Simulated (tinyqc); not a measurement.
## Permittivity and interface capacitance from two thicknesses

Question. 1/C = t/(eps0 ek) + 2/ci for planar capacitors that differ only in thickness. Find ek, ci and the EOT of the interfaces, 2 x 3.9 eps0/ci.

Constants: eps0 = 8.8541878128e-14 F/cm where lengths are in cm. Results are converted to the units shown.

C at t = 10 and 31 nm (uF/cm^2): 6.8552422  2.2320996

Answer. 1/C is a straight line in t: the slope gives ek and the intercept 2/ci. A single thickness would give only the effective permittivity; when the interfaces are a small part of 1/C, ci needs very accurate data.

ek = 78.50
ci = 1000 uF/cm^2
EOT of the interfaces = 0.006906 nm

Program tinyqc, `OMP_NUM_THREADS=1 python tinyqc.py 2102039 2102040 out.jsonl`; Intel Xeon 2.30GHz, shared host, one thread, about 0.01 s.
